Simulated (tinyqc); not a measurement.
Worked calculation: Hubbard chain of 4 sites. Computed by tinyqc, a small Python program that keeps every step. Settings: hopping = 1.45, U = 7.8, mixing = 0.2, iteration cap = 85. Command: `OMP_NUM_THREADS=1 python tinyqc.py 29507 29508 out.jsonl` (the two numbers bound the seeds that draw the settings). One thread of a shared host (Intel(R) Xeon(R) Processor @ 2.60GHz), about 0.2 s of CPU time with the checks.

one-body matrix (hopping and site energies) (eV), lower triangle:
```
         1        2        3       4
1   0.0000
2  -1.4500   0.0000
3   0.0000  -1.4500   0.0000
4   0.0000   0.0000  -1.4500  0.0000
```

U = 7.8000 eV

electrons, up and down: 1  1

n(up) at the start (a guess, not normalised): 1 0.2500, 2 0.2500, 3 0.2500, 4 0.2500

n(down) at the start (a guess): 1 0.2500, 2 0.2500, 3 0.2500, 4 0.2500

Each step fills the lowest levels of T + U n(other spin) and sets n(new) = n + mixing (n(out) - n); stop when output and input agree to 1e-8.

Course of the cycle:

| iteration | E (eV) | largest \|n(out) - n(in)\| | mean \|n_up - n_down\| |
|---|---|---|---|
| 1 | -2.352299 | 1.12e-01 | 0.0000 |
| 2 | -2.480129 | 6.64e-02 | 0.0000 |
| 3 | -2.529225 | 3.80e-02 | 0.0000 |
| 4 | -2.546015 | 2.13e-02 | 0.0000 |
| 5 | -2.551417 | 1.19e-02 | 0.0000 |
| 6 | -2.553101 | 6.55e-03 | 0.0000 |
| 7 | -2.553618 | 3.61e-03 | 0.0000 |
| 8 | -2.553775 | 1.98e-03 | 0.0000 |
| 9 | -2.553823 | 1.09e-03 | 0.0000 |
| 10 | -2.553838 | 5.98e-04 | 0.0000 |
| 11 | -2.553842 | 3.28e-04 | 0.0000 |
| ... | ... | ... | ... |
| 19 | -2.553844 | 2.70e-06 | 0.0000 |
| 20 | -2.553844 | 1.48e-06 | 0.0000 |
| 21 | -2.553844 | 8.14e-07 | 0.0000 |
| 22 | -2.553844 | 4.47e-07 | 0.0000 |
| 23 | -2.553844 | 2.45e-07 | 0.0000 |
| 24 | -2.553844 | 1.35e-07 | 0.0000 |
| 25 | -2.553844 | 7.39e-08 | 0.0000 |
| 26 | -2.553844 | 4.06e-08 | 0.0000 |
| 27 | -2.553844 | 2.23e-08 | 0.0000 |
| 28 | -2.553844 | 1.22e-08 | 0.0000 |
| 29 | -2.553844 | 6.70e-09 | 0.0000 |

Can the last value be used, and what does the course show?

No, though the log alone does not show it. Converged in 29 iterations. But random starts reach -3.32339 eV, so this is another stationary point, not the lowest one. Reruns (cap 100 unless said): mixing 0.5: converged in 9 to a higher stationary point (E = -2.55384); mixing 0.9: not converged. Before convergence this energy mixes input and output and is not variational, so it may rise towards its limit.
